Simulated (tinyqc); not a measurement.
Inside a calculation. Method: plane-wave Kohn-Sham cycle with exchange-only LDA in a layered model solid. Computed by tinyqc, a small Python program that keeps every step. Settings: points = 16, plane-wave index or count = 2, electrons = 4, k points = 2, area = 13.0, mixing = 0.5, iteration cap = 57. Command: `OMP_NUM_THREADS=1 python tinyqc.py 30074 30075 out.jsonl` (the two numbers bound the seeds that draw the settings). One thread of a shared host (Intel(R) Xeon(R) Processor @ 2.60GHz), about 0.01 s of CPU time with the checks. Later iterations appear only in the table of the cycle.

## Iteration 1: potential

A solid whose potential varies along x alone (atomic units):
```
parameter,value
period a,7.400000
cross-section of the cell,13.000000
electrons per cell,4
grid points,16
"plane waves -n..n, n",2
k points,2
V1 in V1 cos(2 pi x/a),-0.400000
```

density at the start, on the grid x_j = j a/N (e/bohr^3): 0.04158004  0.04158004  0.04158004  0.04158004  0.04158004  0.04158004  0.04158004  0.04158004  0.04158004  0.04158004  0.04158004  0.04158004  0.04158004  0.04158004  0.04158004  0.04158004

V_H(G) = 4 pi rho(G)/G^2 for G != 0 (uniform background); v_x = -(3 rho/pi)^(1/3); V = V_ext + V_H + v_x; Fourier components f(G_m) = (1/N) sum_j f(x_j) exp(-i G_m x_j).

Potentials on the grid (hartree):
```
x,V_ext,V_H,v_x,V
0.000000,-0.400000,0.000000,-0.341155,-0.741155
0.462500,-0.369552,0.000000,-0.341155,-0.710707
0.925000,-0.282843,0.000000,-0.341155,-0.623998
1.387500,-0.153073,0.000000,-0.341155,-0.494229
1.850000,0,0.000000,-0.341155,-0.341155
2.312500,0.153073,0.000000,-0.341155,-0.188082
2.775000,0.282843,0.000000,-0.341155,-0.058313
3.237500,0.369552,0.000000,-0.341155,0.028397
3.700000,0.400000,0.000000,-0.341155,0.058845
4.162500,0.369552,0.000000,-0.341155,0.028397
4.625000,0.282843,0.000000,-0.341155,-0.058313
5.087500,0.153073,0.000000,-0.341155,-0.188082
5.550000,0,0.000000,-0.341155,-0.341155
6.012500,-0.153073,0.000000,-0.341155,-0.494229
6.475000,-0.282843,0.000000,-0.341155,-0.623998
6.937500,-0.369552,0.000000,-0.341155,-0.710707
```

V(G_m), m = 0, 1, 2, ... (hartree): -0.341155  -0.200000  0.000000  0.000000  0.000000

## Iteration 1: Hamiltonian at one k

k = 0.250000 2 pi / a

H(m,m') = (k + G_m)^2/2 delta + V(G_m - G_m'), with V(-G) = V(G).

H (hartree), lower triangle:
```
,-2,-1,+0,+1,+2
-2,0.762777
-1,-0.200000,-0.138392
+0,0.000000,-0.200000,-0.318626
+1,0.000000,0.000000,-0.200000,0.222075
+2,0.000000,0.000000,0.000000,-0.200000,1.483712
```

## Iteration 1: levels at that k

Diagonalise the Hermitian matrix.

eigenvalues (hartree): -0.497845  -0.081014  0.268374  0.806848  1.515184

## Iteration 1: new density

Motion across x is left out: the lowest 2 band(s) hold two electrons at each of the k points (j + 1/2)/nk - 1/2. Residual R = rho(out) - rho(in); rho(new) = rho(in) + 0.5 R. rho(out) = 2/(a A nk) sum |psi|^2 with psi = sum c exp(i G x). Harris energy E = band energy - dV sum rho (V_H/2 + v_x) + (3/4) dV sum rho v_x with rho(in), dV = a A/N, band energy = (2/nk) sum of the filled levels.

rho(out) (e/bohr^3): 0.05919605  0.06054783  0.06159092  0.05715158  0.04624193  0.03294510  0.02205521  0.01567565  0.01366817  0.01567565  0.02205521  0.03294510  0.04624193  0.05715158  0.06159092  0.06054783

density after iteration 1 (e/bohr^3): 0.05038804  0.05106394  0.05158548  0.04936581  0.04391099  0.03726257  0.03181763  0.02862785  0.02762410  0.02862785  0.03181763  0.03726257  0.04391099  0.04936581  0.05158548  0.05106394

energy per cell = -0.81656389 hartree

## Iteration 2: potential

As before.

Potentials on the grid (hartree):
```
x,V_ext,V_H,v_x,V
0.000000,-0.400000,0.207687,-0.363719,-0.556032
0.462500,-0.369552,0.195677,-0.365338,-0.539213
0.925000,-0.282843,0.158195,-0.366578,-0.491226
1.387500,-0.153073,0.094460,-0.361243,-0.419856
1.850000,0,0.010555,-0.347415,-0.336860
2.312500,0.153073,-0.079346,-0.328913,-0.255186
2.775000,0.282843,-0.157930,-0.312042,-0.187129
3.237500,0.369552,-0.210791,-0.301245,-0.142484
3.700000,0.400000,-0.229326,-0.297682,-0.127008
4.162500,0.369552,-0.210791,-0.301245,-0.142484
4.625000,0.282843,-0.157930,-0.312042,-0.187129
5.087500,0.153073,-0.079346,-0.328913,-0.255186
5.550000,0,0.010555,-0.347415,-0.336860
6.012500,-0.153073,0.094460,-0.361243,-0.419856
6.475000,-0.282843,0.158195,-0.366578,-0.491226
6.937500,-0.369552,0.195677,-0.365338,-0.539213
```

V(G_m), m = 0, 1, 2, ... (hartree): -0.339184  -0.107386  -0.001171  0.000104  -0.000003

## Iteration 2: Hamiltonian at one k

k = 0.250000 2 pi / a

As before.

H (hartree), lower triangle:
```
,-2,-1,+0,+1,+2
-2,0.764748
-1,-0.107386,-0.136421
+0,-0.001171,-0.107386,-0.316655
+1,0.000104,-0.001171,-0.107386,0.224046
+2,-0.000003,0.000104,-0.001171,-0.107386,1.485683
```

## Iteration 2: levels at that k

As before.

eigenvalues (hartree): -0.384543  -0.103072  0.236735  0.777488  1.494793

## Iteration 2: new density

As before.

rho(out) (e/bohr^3): 0.05264359  0.05252071  0.05153775  0.04860334  0.04349749  0.03730505  0.03167413  0.02789106  0.02657800  0.02789106  0.03167413  0.03730505  0.04349749  0.04860334  0.05153775  0.05252071

density after iteration 2 (e/bohr^3): 0.05151582  0.05179233  0.05156162  0.04898458  0.04370424  0.03728381  0.03174588  0.02825946  0.02710105  0.02825946  0.03174588  0.03728381  0.04370424  0.04898458  0.05156162  0.05179233

energy per cell = -0.69840892 hartree

## Convergence

Stop when sqrt(dV sum R^2) is below 1e-8, dV = a A/N.

Course of the cycle:
```
iteration,E (hartree),norm of the residual
1,-0.81656389,1.80e-01
2,-0.69840892,8.86e-03
3,-0.69827084,3.74e-03
4,-0.69826936,1.79e-03
5,-0.69826923,8.61e-04
6,-0.69826925,4.17e-04
7,-0.69826926,2.03e-04
8,-0.69826926,9.96e-05
9,-0.69826926,4.91e-05
10,-0.69826926,2.43e-05
11,-0.69826926,1.21e-05
12,-0.69826926,6.04e-06
13,-0.69826926,3.02e-06
14,-0.69826926,1.52e-06
15,-0.69826926,7.61e-07
16,-0.69826926,3.83e-07
17,-0.69826926,1.93e-07
18,-0.69826926,9.71e-08
19,-0.69826926,4.90e-08
20,-0.69826926,2.47e-08
21,-0.69826926,1.25e-08
22,-0.69826926,6.29e-09
```

Converged in 22 iterations. Before convergence this energy mixes input and output and is not variational, so it may rise towards its limit.
